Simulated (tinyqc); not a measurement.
# Esaki diode in forward bias, two-band WKB: current against forward bias

Abrupt p-n junction, depletion approximation. Energies E are counted from the conduction-band edge of the neutral n side; its Fermi level lies at dn, that of the p side at dn - V, and the valence-band edge of the neutral p side at Em = dn + dp - V. Tunnelling needs 0 < E < Em. Two-band dispersion with equal masses m: inside the gap kappa = sqrt(m u (1 - u/Eg)/C), u the distance from a band edge, C = hbar^2/(2 m0).

Nd = Nc F12(dn/Vt), Na = Nv F12(dp/Vt), F12(x) = (2/sqrt(pi)) int_0^infinity sqrt(u)/(1 + exp(u - x)) du; dn = EF - Ec on the n side, dp = Ev - EF on the p side (negative outside the bands); Vbi = Eg + dn + dp. W = sqrt(2 eps0 eps_r (Vbi - V)(1/Na + 1/Nd)/q), mean field F = (Vbi - V)/W, peak field 2 F. In a uniform field F the exponent is S = pi sqrt(m/C) Eg^1.5/(4 F). Transverse energy Et = C kt^2/m raises it to S (1 + 4 Et/Eg), so T = exp(-S) exp(-Et/Eb) with Eb = Eg/(4 S). KJ = (2 q^2/h) m/(4 pi C) (times 1e14 for A/cm^2 per eV^2). J = KJ exp(-S) Eb times the integral from 0 to Em of [f(E - dn) - f(E - dn + V)] [1 - exp(-min(E, Em - E)/Eb)] dE, f(x) = 1/(1 + exp(x/Vt)), with S and Eb from the mean field; J > 0 flows from p to n.

Inputs (values chosen for the exercise); band and dielectric values close to those of In0.53Ga0.47As:
- T = 350 K (temperature)
- Eg = 0.744 eV (band gap)
- eps_r = 14.1 (relative permittivity)
- Nc = 2.63e17 cm^-3 (conduction-band density of states at 350 K)
- Nv = 9.82e18 cm^-3 (valence-band density of states at 350 K)
- m = 0.045 m0 (band-edge mass of the two-band model)
- Na = 7.1e19 cm^-3 (acceptor density)
- Nd = 1.4e19 cm^-3 (donor density)

Constants: q = 1.602176634e-19 C, kB = 1.380649e-23 J/K, hbar = 1.054571817e-34 J s, h = 6.62607015e-34 J s, m0 = 9.1093837015e-31 kg, Vt = kB T/q, eps0 = 8.8541878128e-14 F/cm where lengths are in cm, hbar^2/(2 m0) = 0.0380998212 eV nm^2. Results are converted to the units shown.

Current against forward bias:
```
V (V)	mean field (MV/cm)	S	J (A/cm^2)
0.039	1.006	5.443	3725
0.095	0.9853	5.559	6938
0.152	0.9634	5.686	7602
0.209	0.9409	5.822	6876
0.266	0.9179	5.967	5885
0.322	0.8947	6.122	4942
0.379	0.8705	6.292	4037
0.436	0.8456	6.478	3116
0.493	0.8199	6.681	2047
0.549	0.7939	6.900	935.4
0.606	0.7665	7.147	167.1
```

J peaks at 7600 A/cm^2 at V = 0.152 V among the rows, 0.24 of the overlap dn + dp = 0.645 V, and falls to 167 A/cm^2 at 0.606 V: a negative differential resistance. The Fermi levels part as V grows, but the window Em = dn + dp - V shrinks and closes at V = 0.645 V, and S rises from 5.44 to 7.15. Excess and diffusion currents, which fill the valley of a real diode, are not in the model.

Range of the model: Parabolic densities of states, no band tails and no gap narrowing, all of which matter at such doping.

Program tinyqc, `OMP_NUM_THREADS=1 python tinyqc.py 2620012 2620013 out.jsonl`; Intel Xeon 2.30GHz, shared host, one thread, about 0.02 s.
